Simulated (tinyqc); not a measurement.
Inside a calculation. Model: Esaki diode in forward bias, two-band WKB.

tinyqc, about 0.01 s, one thread, Intel Xeon 2.30GHz (shared host): `OMP_NUM_THREADS=1 python tinyqc.py 2620014 2620015 out.jsonl` Printed values are rounded.

Abrupt p-n junction, depletion approximation. Energies E are counted from the conduction-band edge of the neutral n side; its Fermi level lies at dn, that of the p side at dn - V, and the valence-band edge of the neutral p side at Em = dn + dp - V. Tunnelling needs 0 < E < Em. Two-band dispersion with equal masses m: inside the gap kappa = sqrt(m u (1 - u/Eg)/C), u the distance from a band edge, C = hbar^2/(2 m0).

Values chosen for this exercise; band and dielectric values close to those of In0.53Ga0.47As:

| symbol | value | unit | meaning |
|---|---|---|---|
| T | 200 | K | temperature |
| Eg | 0.746 | eV | band gap |
| eps_r | 14.1 |  | relative permittivity |
| Nc | 1.13e17 | cm^-3 | conduction-band density of states at 200 K |
| Nv | 4.13e18 | cm^-3 | valence-band density of states at 200 K |
| m | 0.05 | m0 | band-edge mass of the two-band model |
| Na | 2.7e19 | cm^-3 | acceptor density |
| Nd | 6.8e18 | cm^-3 | donor density |
| V | 0.12 | V | bias of the p side |
| nE | 9 |  | points of the energy grid |

Constants: q = 1.602176634e-19 C, kB = 1.380649e-23 J/K, hbar = 1.054571817e-34 J s, h = 6.62607015e-34 J s, m0 = 9.1093837015e-31 kg, Vt = kB T/q, eps0 = 8.8541878128e-14 F/cm where lengths are in cm, hbar^2/(2 m0) = 0.0380998212 eV nm^2. Results are converted to the units shown.

Range of the model: Parabolic densities of states, no band tails and no gap narrowing, all of which matter at such doping.

## Fermi levels and built-in voltage

Nd = Nc F12(dn/Vt), Na = Nv F12(dp/Vt), F12(x) = (2/sqrt(pi)) int_0^infinity sqrt(u)/(1 + exp(u - x)) du; dn = EF - Ec on the n side, dp = Ev - EF on the p side (negative outside the bands); Vbi = Eg + dn + dp.

dn = 0.3192066 eV
dp = 0.06914320 eV
Vbi = 1.134350 V

Boltzmann statistics would give dn = 0.0706 eV and dp = 0.0324 eV. At zero bias the bands of the two sides overlap by dn + dp.

## Width, field and exponent

W = sqrt(2 eps0 eps_r (Vbi - V)(1/Na + 1/Nd)/q), mean field F = (Vbi - V)/W, peak field 2 F. In a uniform field F the exponent is S = pi sqrt(m/C) Eg^1.5/(4 F). Transverse energy Et = C kt^2/m raises it to S (1 + 4 Et/Eg), so T = exp(-S) exp(-Et/Eb) with Eb = Eg/(4 S). KJ = (2 q^2/h) m/(4 pi C) (times 1e14 for A/cm^2 per eV^2).

W = 17.05924 nm
mean field = 0.5946044 MV/cm
S = 9.749751
exp(-S) = 5.830920e-5
Eb = 19.12869 meV
tunnelling length Eg/F = 12.54616 nm

## Current density on a coarse grid

J = KJ exp(-S) Eb times the integral from 0 to Em of [f(E - dn) - f(E - dn + V)] [1 - exp(-min(E, Em - E)/Eb)] dE, f(x) = 1/(1 + exp(x/Vt)), with S and Eb from the mean field; J > 0 flows from p to n. KJ = (2 q^2/h) m/(4 pi C) (times 1e14 for A/cm^2 per eV^2). Simpson's rule on nE equally spaced points from 0 to Em.

| point | E (eV) | difference of the f | transverse factor |
|---|---|---|---|
| 0 | 0.0000000 | 0.0000095 | 0.0000000 |
| 1 | 0.0335437 | 0.0000668 | 0.8268474 |
| 2 | 0.0670875 | 0.0004679 | 0.9700182 |
| 3 | 0.1006312 | 0.0032672 | 0.9948086 |
| 4 | 0.1341749 | 0.0224381 | 0.9991011 |
| 5 | 0.1677186 | 0.1384420 | 0.9948086 |
| 6 | 0.2012624 | 0.5287193 | 0.9700182 |
| 7 | 0.2348061 | 0.8800992 | 0.8268474 |
| 8 | 0.2683498 | 0.9325255 | 0.0000000 |

integral = 0.05083468 eV
KJ = 8.091554e8 A/(cm^2 eV^2)
J = 45.87905 A/cm^2

A converged quadrature gives 46.50 A/cm^2; this grid is 1.3 % below that in size.
